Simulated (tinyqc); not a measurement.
# Worked calculation: elastic trap-assisted tunnelling through a dielectric

Computed by the program tinyqc: `OMP_NUM_THREADS=1 python tinyqc.py 2370015 2370016 out.jsonl`, one thread of a shared Intel Xeon 2.30GHz, about 0.03 s for the whole run. Printed values are rounded.

Emitter at x = 0 (Fermi level 0), collector at x = t (Fermi level -V), band edge U(x) = phi - F x, F = V/t. A trap at x has the energy E = U(x) - Et. With G(u) = (4/(3 F)) sqrt(mo/C) max(u, 0)^1.5, C = hbar^2/(2 m0): S1 = G(phi - E) - G(Et), S2 = G(Et) - G(phi - V - E), T1,2 = exp(-S1,2). The steady rate through one trap is nu T1 T2 (f1 - f2)/(T1 + T2), f1 = f(E), f2 = f(E + V), f(y) = 1/(1 + exp(y/Vt)); both contacts offer states at E.

Values chosen for this exercise; dielectric values close to those of silicon dioxide:

| symbol | value | unit | meaning |
|---|---|---|---|
| T | 350 | K | temperature |
| phi | 3.1 | eV | barrier above the emitter Fermi level |
| mo | 0.51 | m0 | tunnelling mass |
| t | 6.4 | nm | thickness |
| Et | 2.19 | eV | trap depth below the band edge of the dielectric |
| Nt | 8.1e17 | cm^-3 | trap density |
| nu | 1e14 | 1/s | attempt frequency |
| n | 9 |  | points of the grid |
| V | 2.47 | V | voltage |
| xa | 2.12 | nm | left end of the grid |
| xb | 3.22 | nm | right end of the grid |

Constants: q = 1.602176634e-19 C, kB = 1.380649e-23 J/K, hbar = 1.054571817e-34 J s, m0 = 9.1093837015e-31 kg, Vt = kB T/q, hbar^2/(2 m0) = 0.0380998212 eV nm^2. Results are converted to the units shown.

Range of the model: Phonon-assisted (inelastic) capture, chains of traps and a spread of trap depths are left out.

## Rate through a trap near the best position

n equally spaced x from xa to xb, where nearly all of the current flows; J = q Nt times the integral of the rate, by Simpson's rule.

```
point   x (nm)     E (eV)       S1       S2    f1 - f2  rate (1/s)
0      2.12000   0.091813  24.9833  35.9743  0.0454723  0.00108213
1      2.25750   0.038746  26.7360  35.2183   0.216759   0.0109840
2      2.39500  -0.014320  28.5040  34.4276   0.616519   0.0687198
3      2.53250  -0.067387  30.2871  33.6035   0.903284    0.222082
4      2.67000  -0.120453  32.0852  32.7475   0.981902    0.388500
5      2.80750  -0.173520  33.8982  31.8607   0.996837    0.167339
6      2.94500  -0.226586  35.7260  30.9441   0.999454   0.0302375
7      3.08250  -0.279652  37.5684  29.9986   0.999906  0.00483065
8      3.22000  -0.332719  39.4253  29.0251   0.999984  7.54757e-4
```

J = 1.54513e-9 A/cm^2

A converged quadrature gives 1.595e-9 A/cm^2; this grid is 3.1 % below that. The rate peaks at x = 2.67 nm; traps sink below the emitter Fermi level beyond x = 2.36 nm.

## The best-placed trap against direct tunnelling

xs = 2.67 nm

At x = xs: E, S1, S2 and the occupation (T1 f1 + T2 f2)/(T1 + T2). Direct tunnelling at E = 0 has S = (4/(3 F)) sqrt(mo/C) [phi^1.5 - max(phi - V, 0)^1.5].

E = -0.120453 eV
S1 = 32.0852
S2 = 32.7475
occupation = 0.647836
S of direct tunnelling = 62.6697

The harder of the two steps has S = 32.7, 52.3 % of the direct exponent: the trap splits one long tunnelling path into two short ones.
